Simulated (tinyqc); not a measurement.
What each parameter does: shallow donor in an anisotropic valley (effective-mass theory).

One valley: H = -c [(d2/dx2 + d2/dy2)/mt + (d2/dz2)/ml] - q/(eps r), c = hbar^2/2m0, q = e^2/(4 pi eps0). Trial function exp(-sqrt((x^2 + y^2)/a^2 + z^2/b^2)) with a > b: T = (c/3)(2/(mt a^2) + 1/(ml b^2)), V = -(q/eps) atan(u/b)/u, u = sqrt(a^2 - b^2). The central cell of the impurity is left out.

Constants: hbar^2/2m0 = 3.80998211 eV angstrom^2; e^2/(4 pi eps0) = 14.39964547 eV angstrom.

Parameters, chosen for this exercise (out of a larger set: near those of a group-V donor in Si; not measured data):
- ml = 0.917 m0 (longitudinal mass)
- mt = 0.194 m0 (transverse mass)
- eps = 11.5 (dielectric constant)

The minimum of the trial energy.

Results for these values:

| case | E (meV) | a (angstrom) | b (angstrom) | b/a |
|---|---|---|---|---|
| base | -31.11 | 23.54 | 13.61 | 0.578 |

What happens to each result for eps = 12.7, all else kept?

Answer: E rises from -31.11 to -25.51; a rises from 23.54 to 25.99; b rises from 13.61 to 15.03; b/a does not change at the printed digits.

The same for each parameter in turn:

| case | E (meV) | a (angstrom) | b (angstrom) | b/a |
|---|---|---|---|---|
| base | -31.11 | 23.54 | 13.61 | 0.578 |
| ml = 0.734 m0 | -29.45 | 24.39 | 15.24 | 0.625 |
| mt = 0.175 m0 | -28.76 | 25.68 | 14.32 | 0.558 |
| eps = 12.7 | -25.51 | 25.99 | 15.03 | 0.578 |

eps only rescales the solution (E as 1/eps^2, lengths as eps), so b/a depends on ml/mt alone.

Program tinyqc; command `OMP_NUM_THREADS=1 python tinyqc.py 1280654 1280655 out.jsonl`; about 0.01 s on one thread of a shared Intel(R) Xeon(R) Processor @ 2.30GHz.
